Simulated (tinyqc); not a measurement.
Four-point probe, van der Pauw, Hall and spreading-resistance readings of a semiconductor layer: one step, computed by the program tinyqc.

The layer is uniform and ohmic; contacts are points unless a radius is given.

Problem. Four-point voltage. Collinear probes with equal spacing on a layer with insulating backing: images at depth 2 m t give V = (rho I/(2 pi s)) G, G = 1 + 4 sum_(m>=1) [1/sqrt(1 + (2 m u)^2) - 1/sqrt(4 + (2 m u)^2)], u = t/s; the sum runs to m = 20000, with the tail 3/(32 u^3 M^2) added to the sum for M = 20000. Limits: thick, rho = 2 pi s V/I; thin on an insulator, rho = (pi/ln 2) t V/I.

Inputs (values chosen for the exercise, modelled on n-type silicon): layer thickness t = 1100 micrometre; probe spacing s = 1.588 mm; current I = 0.04 mA.

Backing of the layer: insulating.

resistivity rho = 8.380114 ohm cm

Give: t/s; G; voltage V; rho by the thick formula; rho by the thin formula.

Solution.

t/s = 0.69270

G = 2.0368

voltage V = 0.68429 mV

rho by the thick formula = 17.069 ohm cm

rho by the thin formula = 8.5289 ohm cm

The thick formula is off by +103.7 % and the thin one by +1.8 %.
